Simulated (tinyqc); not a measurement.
Gated two-dimensional channel with two bands, quantum capacitance: effect of the temperature.

phi is the Fermi level above the lowest band edge, in volts; Vg is counted from the gate voltage at which an empty channel would have phi = 0. The channel has no thickness; trap charge is -q Dit phi.

D1 = gv md m0 q/(pi hbar^2), D2 = g2 m2 m0 q/(pi hbar^2) per eV; n1 = D1 Vt ln(1 + exp(phi/Vt)), n2 = D2 Vt ln(1 + exp((phi - E2)/Vt)), n = n1 + n2; Cq = q dn/dphi = q [D1/(1 + exp(-phi/Vt)) + D2/(1 + exp((E2 - phi)/Vt))]. Cox = eps0 eox/tox; Vg = phi + q (n + Dit phi)/Cox. 1/C_G = 1/Cox + 1/(Cq + q Dit); dphi/dVg = Cox/(Cox + Cq + q Dit).

Inputs (values chosen for the exercise); lowest band close to that of a thin silicon body:
```
symbol  value         unit                                                                 meaning
eox       3.9               relative permittivity of the gate insulator (close to silicon dioxide)
tox       2.6           nm                                                     insulator thickness
md      0.192           m0                                                           in-plane mass
gv          2                                                                    valley degeneracy
m2       0.34           m0                           in-plane mass of a second band, chosen freely
g2          4                                        valley degeneracy of that band, chosen freely
E2       0.33           eV                                        second band edge above the first
Dit         0  cm^-2 eV^-1                                                        density of traps
Vg        0.5            V                                                            gate voltage
```

Constants: q = 1.602176634e-19 C, kB = 1.380649e-23 J/K, hbar = 1.054571817e-34 J s, m0 = 9.1093837015e-31 kg, Vt = kB T/q, eps0 = 8.8541878128e-14 F/cm where lengths are in cm. Results are converted to the units shown.

The same in every row: Cox (uF/cm^2) = 1.328.

Result of one run:
```
phi (V)    n (cm^-2)  Cq (uF/cm^2)  C_G (uF/cm^2)  dphi/dVg  share of the second band (%)
-0.007721   4.209e12         11.74          1.193    0.1016                        0.2293
```

Which temperature T gave this result: 50, 200, 300 or 500 K?

T = 500 K.

The whole series:
```
T (K)    phi (V)  n (cm^-2)  Cq (uF/cm^2)  C_G (uF/cm^2)  dphi/dVg  share of the second band (%)
50       0.02456   3.941e12         25.61          1.263   0.04929                     1.013e-29
77       0.02441   3.942e12         25.07          1.261   0.05032                     9.534e-19
120      0.02361   3.949e12         23.32          1.257   0.05388                     2.018e-11
200      0.02013   3.978e12         19.60          1.244   0.06345                      3.827e-6
300      0.01291   4.038e12         15.99          1.226   0.07667                      0.001714
400     0.003434   4.116e12         13.50          1.209   0.08959                       0.03654
500    -0.007721   4.209e12         11.74          1.193    0.1016                        0.2293
```

As T goes from 50 to 500, Cq falls from 25.6 to 11.7 uF/cm^2, C_G/Cox falls from 0.951 to 0.898 and n rises from 3.94e12 to 4.21e12 cm^-2. Cq exceeds Cox in every row, so the insulator is the tighter limit, though Cq still cuts C_G by up to 10 %.

Computed by the program tinyqc: `OMP_NUM_THREADS=1 python tinyqc.py 2200008 2200009 out.jsonl`, one thread of a shared Intel Xeon 2.30GHz, about 0.01 s for the whole run.
